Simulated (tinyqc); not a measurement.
ROHF in the sto-6g basis, for H4, spin multiplicity 3, step by step. One step of it, computed by the program tinyqc.

Task: Iteration 2: diagonalisation and new density. Diagonalise F' = X^T F X, C = X C', fill 3 alpha and 1 beta electrons from the bottom; D(s) = C_occ C_occ^T. Each column has its largest component positive (the first on a tie).

extrapolated F (hartree), lower triangle:
```
,1H 1s,2H 1s,3H 1s,4H 1s
1H 1s,-0.174064
2H 1s,-0.250646,-0.159591
3H 1s,-0.081202,-0.070272,-0.102991
4H 1s,-0.047788,-0.129732,-0.255105,-0.109221
```

X:
```
,1,2,3,4
1H 1s,0.627155,0.590084,0.458566,0.414152
2H 1s,-0.627155,-0.590084,0.458566,0.414152
3H 1s,-0.627155,0.590084,-0.458566,0.414152
4H 1s,0.627155,-0.590084,-0.458566,0.414152
```

Give: F' = X^T F X; orbital energies; coefficients C; D(alpha) after iteration 2; D(beta) after iteration 2.

Result:

F' = X^T F X (hartree), lower triangle:
```
,1,2,3,4
1,0.2562
2,-0.0482,0.0975
3,-0.0303,-0.0178,-0.1891
4,0.0063,0.0217,-0.0214,-0.3800
```

orbital energies (hartree): MO1 -0.3832, MO2 -0.1908, MO3 0.0875, MO4 0.2710

coefficients C:
```
,MO1,MO2,MO3,MO4
1H 1s,0.4297,0.5085,-0.7061,0.4261
2H 1s,0.4891,0.3156,0.7488,-0.4732
3H 1s,0.3440,-0.4951,-0.4710,-0.7335
4H 1s,0.3833,-0.4943,0.3417,0.7844
```

D(alpha) after iteration 2, lower triangle:
```
,1H 1s,2H 1s,3H 1s,4H 1s
1H 1s,0.9417
2H 1s,-0.1581,0.8994
3H 1s,0.2287,-0.3407,0.5853
4H 1s,-0.3279,0.2873,0.2156,0.5080
```

D(beta) after iteration 2, lower triangle:
```
,1H 1s,2H 1s,3H 1s,4H 1s
1H 1s,0.1846
2H 1s,0.2101,0.2392
3H 1s,0.1478,0.1682,0.1183
4H 1s,0.1647,0.1875,0.1319,0.1469
```
